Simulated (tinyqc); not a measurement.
Off-state leakage of single and stacked transistors: subthreshold current against the height of the stack.

n-channel devices of unit width. Subthreshold current I(Vg, Vs, Vd) = I0 (T/300 K)^0.5 exp[(Vg - Vs - VT(T) - gb (Vs - Vb) + dd (Vd - Vs))/(nf Vt)] (1 - exp(-(Vd - Vs)/Vt)), VT(T) = VT - cT (T - 300 K). Gate-edge tunnelling Ig (Vd/1 V) exp(ag (Vd - 1 V)), for a gate at 0 V, and band-to-band leakage Ab u exp(-Bb/u), u = Vd - Vb + 1 V, flow at a drain held at V; both are taken as independent of T. In a stack of off transistors (all gates at 0 V) the same subthreshold current passes through each.

All n gates at 0 V, bottom source at 0 V, top drain at V; node voltages follow from equal currents.

Parameters, values chosen for the exercise; values of the order met in bulk silicon logic transistors:

| symbol | value | unit | meaning |
|---|---|---|---|
| T | 300 | K | temperature |
| V | 0.8 | V | supply voltage |
| VT | 0.27 | V | threshold at 300 K, zero drain and body bias |
| cT | 0.6 | mV/K | fall of the threshold with temperature |
| I0 | 0.29 | uA/um | current at threshold at 300 K |
| nf | 1.33 |  | slope factor |
| dd | 0.15 |  | drain-induced lowering per volt |
| gb | 0.14 |  | rise of the threshold per volt of source-body bias |
| Vb | 0 | V | body voltage |

Constants: q = 1.602176634e-19 C, kB = 1.380649e-23 J/K, Vt = kB T/q. Results are converted to the units shown.

Subthreshold current against the height of the stack:
columns A: n; B: I (nA/um); C: reduction factor; D: drain voltage of the bottom device (mV); E: source voltage of the top device (mV); F: voltage across the top device (V)
```
A         B       C       D       E        F
1    3.6961  1.0000  800.00       0  0.80000
2   0.15656  23.609  84.268  84.268  0.71573
3  0.072748  50.807  22.705  104.70  0.69530
4  0.047112  78.453  12.988  116.28  0.68372
5  0.034785  106.25  9.0948  124.36  0.67564
6  0.027555  134.13  6.9962  130.57  0.66943
```

The second transistor cuts the current by a factor of 23.6, the third by a further 2.15 and the sixth by 1.26. The top device keeps 83.7 % of the supply at n = 6, while the drain voltage of the bottom one falls to 0.271 Vt.

tinyqc, about 0.03 s, one thread, Intel Xeon 2.30GHz (shared host): `OMP_NUM_THREADS=1 python tinyqc.py 2242043 2242044 out.jsonl`
